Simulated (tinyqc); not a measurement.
Inside a calculation: band edges of strained Si(1-x)Ge(x) on relaxed Si(1-y)Ge(y). Values are carried at full precision from step to step, so a last printed digit may differ when a step is redone from the rounded ones.

Values are linear in the Ge fraction but for ED(x) = linear - CD x (1 - x) and a(x) = linear - Ca x (1 - x). Energies are on the common scale of Ev.

Values chosen for the exercise (end members near Si and Ge, in this order; shifted at random, so the results belong to these values and not to a real crystal): a = (5.424, 5.665) angstrom (lattice constant); Dso = (0.044, 0.293) eV (spin-orbit splitting); av = (2.42, 1.25) eV (valence hydrostatic potential); b = (-2.12, -2.55) eV (tetragonal shear potential); d = (-4.82, -5.34) eV (trigonal shear potential); C11 = (167.8, 127.4) GPa; C12 = (64.8, 48.4) GPa; C44 = (80.3, 66.7) GPa; Ev = (0, 0.68) eV (top of the unstrained valence band); ED = (1.168, 0.914) eV (gap to the Delta valleys); EL = (2.029, 0.747) eV (gap to the L valleys); aD = (1.69, 1.24) eV (hydrostatic potential of the Delta gap); aL = (-2.82, -2.76) eV (hydrostatic potential of the L gap); XuD = (9.49, 9.75) eV (uniaxial potential, Delta); XuL = (16.61, 15.26) eV (uniaxial potential, L); CD = 0.177 eV (bowing of the Delta gap); Ca = 0 angstrom (bowing of the lattice constant); x = 0.51 (Ge fraction of the layer); y = 0 (Ge fraction of the relaxed buffer); face = 001 (growth face).

## Values of the layer and the buffer

Interpolate at x and at y.

Interpolated values (a in angstrom, C11, C12, C44 in GPa, all else in eV):
```
symbol     layer    buffer
a         5.5469    5.4240
Dso       0.1710    0.0440
av        1.8233    2.4200
b        -2.3393   -2.1200
d        -5.0852   -4.8200
C11     147.1960  167.8000
C12      56.4360   64.8000
C44      73.3640   80.3000
Ev        0.3468    0.0000
ED        0.9942    1.1680
EL        1.3752    2.0290
aD        1.4605    1.6900
aL       -2.7894   -2.8200
XuD       9.6226    9.4900
XuL      15.9215   16.6100
```

## Strain of the layer on a (001) buffer

Coherent growth on a (001) face: e_par = (a(y) - a(x))/a(x), e_perp = -2 (C12/C11) e_par; exx = eyy = e_par, ezz = e_perp, no shear.

Use the elastic constants of the layer.

e_par = -0.022158
e_perp = 0.016991

strain tensor in the cubic axes, rows x, y, z and columns alike:
$$\begin{pmatrix}
-0.022158 & 0.000000 & 0.000000 \\
0.000000 & -0.022158 & 0.000000 \\
0.000000 & 0.000000 & 0.016991
\end{pmatrix}$$

The layer is under compression in the plane; its volume changes by -2.733 %.

## Conduction valleys of the layer

A valley with unit axis u lies at Ev + gap + (av + a_valley) tr(e) + Xu (u.e.u - tr(e)/3); the Delta axes are x, y, z and the L axes [111], [1-1-1], [-11-1], [-1-11]. The second-order shift of the Delta valleys under shear is left out; it lowers the pair normal to the sheared plane by tens of meV at a shear of 1 %.

Give the hydrostatic shifts, the uniaxial shifts and the edges.

hydrostatic shifts of Delta and L (eV): [-0.0897, 0.0264]

uniaxial shifts (eV): Delta x -0.1256, Delta y -0.1256, Delta z 0.2511, L [111] 0.0000, L [1-1-1] 0.0000, L [-11-1] 0.0000, L [-1-11] 0.0000

valley edges (eV): Delta x 1.1257, Delta y 1.1257, Delta z 1.5024, L [111] 1.7484, L [1-1-1] 1.7484, L [-11-1] 1.7484, L [-1-11] 1.7484

The lowest set is Delta4 (the digit counts whole valleys) at 1.1257 eV; the Delta valleys spread over 377 meV and the L valleys over 0 meV.

## Valence edges of the layer

Valence edges: Ev plus the levels of the 6 x 6 matrix of X, Y, Z times spin with -Dso/3 + l exx + m (eyy + ezz) on the diagonal (cyclic), n exy off it, l = av + 2 b, m = av - b, n = sqrt(3) d. Spin-orbit term (Dso/3) L.sigma on X, Y, Z with (L_k)_ij = -i epsilon_kij: <X+|H|Y+> = -i Dso/3, <X+|H|Z-> = Dso/3, <Y+|H|Z-> = -i Dso/3, <Z+|H|X-> = -Dso/3, <Z+|H|Y-> = i Dso/3, <X-|H|Y-> = i Dso/3, and their conjugates; + and - are the spin along z.

Give the strain block and the three twofold edges.

strain block (eV), rows X, Y, Z and columns alike:
$$\begin{pmatrix}
0.0418 & 0 & 0 \\
0 & 0.0418 & 0 \\
0 & 0 & -0.2330
\end{pmatrix}$$

edges from the top (eV): [0.3886, 0.3012, 0.0302]

The top two edges are split by 87 meV.

## Gap and offsets against the buffer

Buffer: Ev(y) and Ec = Ev(y) + min(ED, EL). dEc = Ec(buffer) - Ec(layer), dEv = Ev(layer) - Ev(buffer); positive values confine the carrier in the layer; type I if both have one sign.

gap of the strained layer = 0.7372 eV
gap of the buffer = 1.1680 eV
dEc = 0.0423 eV
dEv = 0.3886 eV

Type I: electrons collect in the layer (42 meV) and holes in the layer (389 meV). The relaxed layer would have a gap of 0.994 eV, so strain has moved it by -257 meV. An offset this small is within the spread of published parameter sets, so the type is not settled by this model.

## Checks

- Mean of the three Delta edges against the hydrostatic shift alone (eV): both 1.25130.

Computed by tinyqc, a small Python program: `OMP_NUM_THREADS=1 python tinyqc.py 1080537 1080538 out.jsonl` (the numbers bound the seed that draws the inputs); one thread of a shared host (Intel(R) Xeon(R) Processor @ 2.30GHz), about 0.01 s for the whole set of steps.
